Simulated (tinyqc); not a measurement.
# Doping and flat-band voltage from the body effect

Inverse problem. VT = Vfb + 2 phiF + gamma sqrt(2 phiF + Vsb), phiF = Vt ln(Na/ni), gamma = sqrt(2 q eps0 eps_r Na)/Cox, Cox = eps0 eox/tox. Find Na, gamma and Vfb from two thresholds.

Inputs (values chosen for the exercise); material values close to those of gallium arsenide:
- T = 273 K (temperature)
- eps_r = 12.7 (relative permittivity of the semiconductor)
- eox = 7.76 (relative permittivity of the gate insulator)
- tox = 8.4 nm (insulator thickness)

Constants: q = 1.602176634e-19 C, kB = 1.380649e-23 J/K, Vt = kB T/q, eps0 = 8.8541878128e-14 F/cm where lengths are in cm. Results are converted to the units shown.

VT at Vsb = 0 and 1.8 V (V): [0.47966945, 0.61918327]
ni = 88581.262 cm^-3

Answer. The difference of the thresholds, gamma [sqrt(2 phiF + Vsb) - sqrt(2 phiF)], holds no Vfb and rises with Na, so it has one root; Vfb then follows from the first threshold.

Na = 9.400e16 cm^-3
gamma = 0.2250 V^0.5
Vfb = -1.080 V

Computed by the program tinyqc: `OMP_NUM_THREADS=1 python tinyqc.py 2360129 2360130 out.jsonl`, one thread of a shared Intel Xeon 2.30GHz, about 0.06 s for the whole run.
